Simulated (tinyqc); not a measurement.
CIS and TDHF on RHF in the sto-3g basis, frozen core, for BeH2, spin multiplicity 1, step by step. One step of it, computed by the program tinyqc.

Question. CIS matrix, triplets. A(ia,jb) = (e_a - e_i) d_ij d_ab - (ij|ab).

orbital energies (hartree): MO1 -4.518901, MO2 -0.460828, MO3 -0.425293, MO4 0.211319, MO5 0.211379, MO6 0.470439, MO7 0.968780

Two-electron integrals over orbitals (pq|rs), unique and non-zero (hartree); the lowest 1 orbital is frozen and left out:
```
(22|22) 0.400621    (32|32) 0.164789    (33|22) 0.414009    (33|33) 0.437135
(42|22) 0.001198    (42|33) 0.001121    (42|42) 0.049650    (43|32) 0.001192
(43|43) 0.014859    (44|22) 0.370558    (44|33) 0.358269    (44|42) -0.002593
(44|44) 0.449906    (52|52) 0.049652    (53|53) 0.014845    (54|52) -0.000931
(54|54) 0.024265    (55|22) 0.370585    (55|33) 0.358278    (55|42) -0.000732
(55|44) 0.401353    (55|55) 0.449859    (62|22) -0.025590   (62|33) -0.048419
(62|42) -0.000255   (62|44) 0.050859    (62|55) 0.050911    (62|62) 0.077310
(63|32) -0.095051   (63|43) -0.000974   (63|63) 0.083322    (64|22) 0.000483
(64|33) -0.000195   (64|42) 0.047408    (64|44) -0.000760   (64|55) 0.000556
(64|62) 0.002080    (64|64) 0.050907    (65|52) 0.047471    (65|54) -0.000659
(65|65) 0.050963    (66|22) 0.398703    (66|33) 0.409702    (66|42) 0.002748
(66|44) 0.368417    (66|55) 0.368497    (66|62) -0.035632   (66|64) 0.001824
(66|66) 0.413322    (72|32) -0.044796   (72|43) -0.001183   (72|63) 0.061156
(72|72) 0.056561    (73|22) -0.006557   (73|33) -0.021663   (73|42) -0.001723
(73|44) 0.058189    (73|55) 0.058185    (73|62) 0.072571    (73|64) 0.000670
(73|66) -0.027133   (73|73) 0.082047    (74|32) -0.002940   (74|43) 0.013781
(74|63) 0.001720    (74|72) 0.000429    (74|74) 0.016552    (75|53) 0.013800
(75|75) 0.016493    (76|32) 0.142997    (76|43) 0.001369    (76|63) -0.095800
(76|72) -0.056473   (76|74) -0.002549   (76|76) 0.141025    (77|22) 0.430573
(77|33) 0.449504    (77|42) 0.000220    (77|44) 0.392233    (77|55) 0.392211
(77|62) -0.038339   (77|64) -0.000799   (77|66) 0.438044    (77|73) -0.012585
(77|77) 0.491833
```

Give: CIS matrix A, triplet.

Answer.

CIS matrix A, triplet (hartree), lower triangle:
```
         2>4     2>5      2>6      2>7     3>4     3>5     3>6     3>7
2>4   0.3016
2>5   0.0000  0.3016
2>6  -0.0005  0.0000   0.5326
2>7   0.0000  0.0000   0.0000   0.9990
3>4   0.0000  0.0000   0.0000   0.0029  0.2783
3>5   0.0000  0.0000   0.0000   0.0000  0.0000  0.2784
3>6   0.0000  0.0000   0.0000  -0.1430  0.0002  0.0000  0.4860
3>7   0.0029  0.0000  -0.1430   0.0000  0.0000  0.0000  0.0000  0.9446
```
